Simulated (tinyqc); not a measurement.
Weibull slope from two areas.

Inverse problem. Oxide breakdown times follow a Weibull law, F = 1 - exp(-(t/t63)^beta). For defects spread at random t63 goes as A^(-1/beta). Find beta and the time at which the share Fp of the area-A2 devices has failed, t63(A2) (-ln(1 - Fp))^(1/beta).

Parameters, values chosen for the exercise:
- A1 = 1.6 um^2 (area of a test capacitor)
- A2 = 2e6 um^2 (gate area of the product)
- Fp = 1e-5 (allowed share of failed products)

t63 at the areas A1 and A2 (s): [360, 0.0010319461]

Solution. beta = ln(A2/A1)/ln(t63(A1)/t63(A2)).

beta = 1.10
time to Fp = 2.94e-8 s

tinyqc, about 0.01 s, one thread, Intel Xeon 2.30GHz (shared host): `OMP_NUM_THREADS=1 python tinyqc.py 2070028 2070029 out.jsonl`
